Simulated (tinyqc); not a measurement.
Worked calculation: empirical pseudopotential in a few plane waves. One step of it, computed by the program tinyqc.

Problem. Levels at G. Diagonalise the Hermitian matrix.

H(k) at G (eV):
```
                     +0+0+0               -1-1-1               -1-1+1               -1+1-1
+0+0+0             0.000000   2.068446+0.481034i  -2.068446+0.481034i  -2.068446+0.481034i
-1-1-1   2.068446-0.481034i            14.286679   0.000000-0.448988i   0.000000-0.448988i
-1-1+1  -2.068446-0.481034i   0.000000+0.448988i            14.286679             0.585045
-1+1-1  -2.068446-0.481034i   0.000000+0.448988i             0.585045            14.286679
-1+1+1  -2.068446+0.481034i            -0.585045   0.000000+0.448988i   0.000000+0.448988i
+1-1-1  -2.068446-0.481034i   0.000000+0.448988i             0.585045             0.585045
+1-1+1  -2.068446+0.481034i            -0.585045   0.000000+0.448988i             0.000000
+1+1-1  -2.068446+0.481034i            -0.585045             0.000000   0.000000+0.448988i
+1+1+1   2.068446+0.481034i             0.000000            -0.585045            -0.585045
-2+0+0   0.000000-0.448988i  -2.068446+0.481034i  -2.068446-0.481034i  -2.068446-0.481034i
+0-2+0   0.000000-0.448988i  -2.068446+0.481034i  -2.068446-0.481034i   0.586861-0.057724i
+0+0-2   0.000000-0.448988i  -2.068446+0.481034i   0.586861-0.057724i  -2.068446-0.481034i
+0+0+2   0.000000+0.448988i  -0.586861-0.057724i   2.068446+0.481034i  -0.586861+0.057724i
+0+2+0   0.000000+0.448988i  -0.586861-0.057724i  -0.586861+0.057724i   2.068446+0.481034i
+2+0+0   0.000000+0.448988i  -0.586861-0.057724i  -0.586861+0.057724i  -0.586861+0.057724i

                     -1+1+1               +1-1-1               +1-1+1               +1+1-1
+0+0+0  -2.068446-0.481034i  -2.068446+0.481034i  -2.068446-0.481034i  -2.068446-0.481034i
-1-1-1            -0.585045   0.000000-0.448988i            -0.585045            -0.585045
-1-1+1   0.000000-0.448988i             0.585045   0.000000-0.448988i             0.000000
-1+1-1   0.000000-0.448988i             0.585045             0.000000   0.000000-0.448988i
-1+1+1            14.286679             0.000000             0.585045             0.585045
+1-1-1             0.000000            14.286679   0.000000-0.448988i   0.000000-0.448988i
+1-1+1             0.585045   0.000000+0.448988i            14.286679             0.585045
+1+1-1             0.585045   0.000000+0.448988i             0.585045            14.286679
+1+1+1   0.000000+0.448988i            -0.585045   0.000000+0.448988i   0.000000+0.448988i
-2+0+0   2.068446-0.481034i   0.586861-0.057724i  -0.586861-0.057724i  -0.586861-0.057724i
+0-2+0  -0.586861-0.057724i  -2.068446-0.481034i   2.068446-0.481034i  -0.586861-0.057724i
+0+0-2  -0.586861-0.057724i  -2.068446-0.481034i  -0.586861-0.057724i   2.068446-0.481034i
+0+0+2  -2.068446+0.481034i  -0.586861+0.057724i  -2.068446+0.481034i   0.586861+0.057724i
+0+2+0  -2.068446+0.481034i  -0.586861+0.057724i   0.586861+0.057724i  -2.068446+0.481034i
+2+0+0   0.586861+0.057724i   2.068446+0.481034i  -2.068446+0.481034i  -2.068446+0.481034i

                     +1+1+1               -2+0+0               +0-2+0               +0+0-2
+0+0+0   2.068446-0.481034i   0.000000+0.448988i   0.000000+0.448988i   0.000000+0.448988i
-1-1-1             0.000000  -2.068446-0.481034i  -2.068446-0.481034i  -2.068446-0.481034i
-1-1+1            -0.585045  -2.068446+0.481034i  -2.068446+0.481034i   0.586861+0.057724i
-1+1-1            -0.585045  -2.068446+0.481034i   0.586861+0.057724i  -2.068446+0.481034i
-1+1+1   0.000000-0.448988i   2.068446+0.481034i  -0.586861+0.057724i  -0.586861+0.057724i
+1-1-1            -0.585045   0.586861+0.057724i  -2.068446+0.481034i  -2.068446+0.481034i
+1-1+1   0.000000-0.448988i  -0.586861+0.057724i   2.068446+0.481034i  -0.586861+0.057724i
+1+1-1   0.000000-0.448988i  -0.586861+0.057724i  -0.586861+0.057724i   2.068446+0.481034i
+1+1+1            14.286679  -0.586861-0.057724i  -0.586861-0.057724i  -0.586861-0.057724i
-2+0+0  -0.586861+0.057724i            19.048905             0.585045             0.585045
+0-2+0  -0.586861+0.057724i             0.585045            19.048905             0.585045
+0+0-2  -0.586861+0.057724i             0.585045             0.585045            19.048905
+0+0+2  -2.068446-0.481034i            -0.585045            -0.585045             0.000000
+0+2+0  -2.068446-0.481034i            -0.585045             0.000000            -0.585045
+2+0+0  -2.068446-0.481034i             0.000000            -0.585045            -0.585045

                     +0+0+2               +0+2+0               +2+0+0
+0+0+0   0.000000-0.448988i   0.000000-0.448988i   0.000000-0.448988i
-1-1-1  -0.586861+0.057724i  -0.586861+0.057724i  -0.586861+0.057724i
-1-1+1   2.068446-0.481034i  -0.586861-0.057724i  -0.586861-0.057724i
-1+1-1  -0.586861-0.057724i   2.068446-0.481034i  -0.586861-0.057724i
-1+1+1  -2.068446-0.481034i  -2.068446-0.481034i   0.586861-0.057724i
+1-1-1  -0.586861-0.057724i  -0.586861-0.057724i   2.068446-0.481034i
+1-1+1  -2.068446-0.481034i   0.586861-0.057724i  -2.068446-0.481034i
+1+1-1   0.586861-0.057724i  -2.068446-0.481034i  -2.068446-0.481034i
+1+1+1  -2.068446+0.481034i  -2.068446+0.481034i  -2.068446+0.481034i
-2+0+0            -0.585045            -0.585045             0.000000
+0-2+0            -0.585045             0.000000            -0.585045
+0+0-2             0.000000            -0.585045            -0.585045
+0+0+2            19.048905             0.585045             0.585045
+0+2+0             0.585045            19.048905             0.585045
+2+0+0             0.585045             0.585045            19.048905
```

Give: eigenvalues.

Solution.

eigenvalues (eV): -2.269  10.232  10.232  10.232  12.857  13.872  13.872  13.872  17.879  17.879  18.277  22.348  22.348  22.348  24.608
